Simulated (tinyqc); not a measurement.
Quaternary alloy A(x)B(1-x)C(y)D(1-y) matched to a substrate, step by step. Values are carried at full precision from step to step, so a last printed digit may differ when a step is redone from the rounded ones.

Matching a(x,y) = a_s gives x = (a_s - y a_BC - (1 - y) a_BD)/(y (a_AC - a_BC) + (1 - y)(a_AD - a_BD)).
Constants: hc = 1239.841984 eV nm.

Parameters, chosen for this exercise (AC, AD, BC, BD near GaAs, GaP, InAs and InP; substrate near GaAs; not measured data): a = (5.661, 5.452, 6.065, 5.869) angstrom (lattice constants of AC, AD, BC, BD); a_s = 5.661 angstrom (substrate); y = 0.01 (fraction of C); Eg = (1.499, 2.907, 0.422, 1.406) eV (gaps at Gamma of AC, AD, BC, BD); Cb = (0.474, 0.663, 0.178, 0.095) eV (bowing of ABC, ABD, ACD, BCD); dx = -0.012 (error of x in growth).

## The matched composition

Give numerator, denominator and x.

numerator = -0.20996 angstrom
denominator = -0.41687 angstrom
x = 0.5037

## The gap by rule 1

Q(x,y) = x y Q_AC + x (1 - y) Q_AD + (1 - x) y Q_BC + (1 - x)(1 - y) Q_BD for the lattice constant. Gap, rule 1: Q(x,y) - x (1 - x)[y C_ABC + (1 - y) C_ABD] - y (1 - y)[x C_ACD + (1 - x) C_BCD]. Rule 2 (mean of ternaries): {x (1 - x)[y T_ABC(x) + (1 - y) T_ABD(x)] + y (1 - y)[x T_ACD(y) + (1 - x) T_BCD(y)]}/{x (1 - x) + y (1 - y)}, T_ABC(x) = x E_AC + (1 - x) E_BC - C_ABC x (1 - x), T_ACD(y) = y E_AC + (1 - y) E_AD - C_ACD y (1 - y), and alike. Only the Gamma valley is followed.

Give the four weights, the bilinear part, the two bowing terms, the gap and hc/gap.

weights of AC, AD, BC, BD: 0.0050  0.4986  0.0050  0.4914

bilinear part = 2.1500 eV

bowing terms (eV): 0.1653  0.0014

gap = 1.9834 eV
wavelength = 625 nm

## The gap by rule 2

Give the four ternary gaps and their weighted mean.

T_ABC, T_ABD, T_ACD, T_BCD (eV): 0.8459  1.9962  2.8912  1.3952

gap = 1.9910 eV

Rule 2 lies 8 meV above rule 1: it averages the two bowing terms where rule 1 adds them. Both agree on the ternary edges.

## An error in composition

Replace x by x + dx; mismatch (a_s - a)/a and change of the relaxed gap by rule 1.

a = 5.6660 angstrom
mismatch = -0.088 %
change of the gap = -17.9 meV

The layer would be under compression; the strain shift of the gap is not included.

## Checks

- Lattice constant at the matched composition against a_s (angstrom): both 5.6610.
- Rule 2 as a mean of ternaries against its form with averaged bowing (eV): both 1.9910.

tinyqc: `OMP_NUM_THREADS=1 python tinyqc.py 1081036 1081037 out.jsonl`; about 0.01 s, one thread, shared Intel(R) Xeon(R) Processor @ 2.30GHz.
